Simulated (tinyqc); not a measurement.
From one set of inputs to another, one input at a time: precursor delivery by bubblers, mass-transport growth and the solid composition of a III-V alloy. Computed by tinyqc, a small Python program. Command: `OMP_NUM_THREADS=1 python tinyqc.py 3007196 3007197 out.jsonl movpe_thermo ladder`. One thread of a shared host (Intel(R) Xeon(R) Processor @ 2.30GHz), about 0.01 s of CPU time with the checks.

1 sccm = 44.615 micromol/min; 1 torr = 133.322 Pa. The sources decompose fully at the surface.

The inputs printed are set A. Set A is modelled on triethylgallium (source 1) and trimethylindium (source 2) for the vapour pressures; the values taken over come from a set modelled on trimethylgallium (source 1) and trimethylindium (source 2) for the vapour pressures. Inputs not listed in the table keep their values of set A, so the rows need not describe a real material.

Inputs (values chosen for the exercise, modelled on triethylgallium (source 1) and trimethylindium (source 2) for the vapour pressures):
```
quantity                                                                                                  value        unit
bath temperature T1                                                                                         284           K
bath temperature T2                                                                                         298           K
bubbler pressure p_b                                                                                        400        torr
carrier flow F1                                                                                              37        sccm
carrier flow F2                                                                                              21        sccm
total flow F_t                                                                                              3.5         slm
group-V flow F_V                                                                                            250        sccm
reactor pressure p                                                                                           40        torr
growth temperature T                                                                                       1040           K
diffusivity at 273 K and 760 torr                                                                          0.37      cm^2/s
flow cross-section A                                                                                         62        cm^2
distance from the leading edge z                                                                            3.7          cm
lattice constant a                                                                                         5.66    angstrom
interaction L0 of the solid                                                                                14.6      kJ/mol
log10 of p_B,eq over pure BC at 1000 K and 1 torr of group V (exaggerated: liquid indium has about -4.1)   -1.9  log10 torr
enthalpy of that equilibrium H                                                                              297      kJ/mol
```

Alloy: mixing on the group-III sites, with desorption of B.

constants a, b of source 1 (log10 torr, K): 8.056  2162

constants a, b of source 2 (log10 torr, K): 10.48  3014

Constants: k_B = 1.380649e-23 J/K; R = 8.314462618 J/(mol K).

Method:
- log10 p_v = a - b/T_bath; molar flow = F x 44.615 x p_v/(p_b - p_v) for a saturated bubbler.
- p_i = p n_i/(44615 F_t), F_t in slm; p_V = p F_V/(1000 F_t), counted per molecule supplied; V/III = 44.615 F_V/(n1 + n2); vapour fraction of source 2 = n2/(n1 + n2).
- Mean velocity u = (F_t/A)(760/p)(T/273); D = D0 (T/273)^1.75 (760/p); boundary layer delta = sqrt(pi D z/u); flux = D dp/(delta k_B T); growth rate = flux x a^3/4.
- A sticks fully. B desorbs: its surface pressure is p_B* = x gamma_B K/sqrt(p_V), ln gamma_B = L0 (1 - x)^2/(R T), K = 10^(log10 K at 1000 K) exp[-(H/R)(1/T - 1/1000)], p_V in torr. With equal diffusivities x = (p_2 - p_B*)/(p_1 + p_2 - p_B*). Growth rate = rate per torr x p_1/(1 - x).

Each row keeps all changes above it:
```
input moved                           from    to  molar flow 1 (micromol/min)  solid fraction x  share of B incorporated, 1 - p_B*/p_2
set A                                    -     -                       11.534         0.0088981                               0.018927
bath temperature T1 (K)                284   260                        2.274         0.0090396                               0.003792
bath temperature T2 (K)                298   291                        2.274         0.0050820                               0.003727
carrier flow F1 (sccm)                  37    40                        2.459         0.0050804                               0.004028
interaction L0 of the solid (kJ/mol)  14.6  12.5                        2.459         0.0064798                               0.005145
group-V flow F_V (sccm)                250    73                        2.459         0.0034798                               0.002755
total flow F_t (slm)                   3.5    26                        2.459         0.0001707                               0.000135
reactor pressure p (torr)               40   100                        2.459         0.0006754                               0.000533
```

Molar flow 1 goes from 11.5 to 2.46, a factor 0.213 in all. The largest single move comes from bath temperature T1 (a factor 0.197). Solid fraction x goes from 0.00890 to 6.75e-4, a factor 0.0759 in all. The largest single move comes from total flow F_t (a factor 0.0490), and reactor pressure p works against it (a factor 3.96). Share of B incorporated, 1 - p_B*/p_2 goes from 0.0189 to 5.33e-4, a factor 0.0282 in all. The largest single move comes from total flow F_t (a factor 0.0489), and reactor pressure p works against it (a factor 3.96). The single moves hold for this order of the switches; the total does not depend on the order.

Caution (rows set A, bath temperature T1, bath temperature T2, carrier flow F1, interaction L0 of the solid, group-V flow F_V): the boundary layer is a quarter or more of the root of the cross-section, so it fills much of the channel and depletion along the flow matters.

Extremes, crossings and ranges named in words are read from the listed rows.
